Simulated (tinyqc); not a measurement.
Chemical vapour deposition: Grove model, boundary layer, depletion and step coverage: one step, computed by the program tinyqc.

A precursor diffuses to the surface and reacts there at first order; each molecule that reacts adds one formula unit of film.

Problem. Step coverage in a trench. In a long trench of width w and depth l = aspect ratio x w: Knudsen diffusivity D_K = (2w) c/3 (hydraulic diameter 2w), combined as 1/D_e = 1/D_K + 1/D; D_e d2C/dz2 = 2 k_s C/w with D_e dC/dz = -k_s C at the floor. With m = sqrt(2 k_s/(w D_e)): C(floor)/C(top) = 1/[cosh(m l) + (k_s/(D_e m)) sinh(m l)].

Inputs (values chosen for the exercise, close to those used for polysilicon from silane): temperature T = 640 C; trench width w = 0.13 um; aspect ratio of the trench = 31.

Reactor: wafer stack, low pressure.

mean speed c = 77729.03 cm/s

gas diffusivity D = 3981.203 cm^2/s

surface rate constant k_s = 0.1998344 cm/s

Give: Knudsen diffusivity D_K; effective diffusivity D_e; modulus m l; step coverage.

Solution.

Knudsen diffusivity D_K = 0.6737 cm^2/s

effective diffusivity D_e = 0.6735 cm^2/s

modulus m l = 0.08610

step coverage = 0.9962

Caution: the hydraulic-diameter form of D_K is rough for a slit.
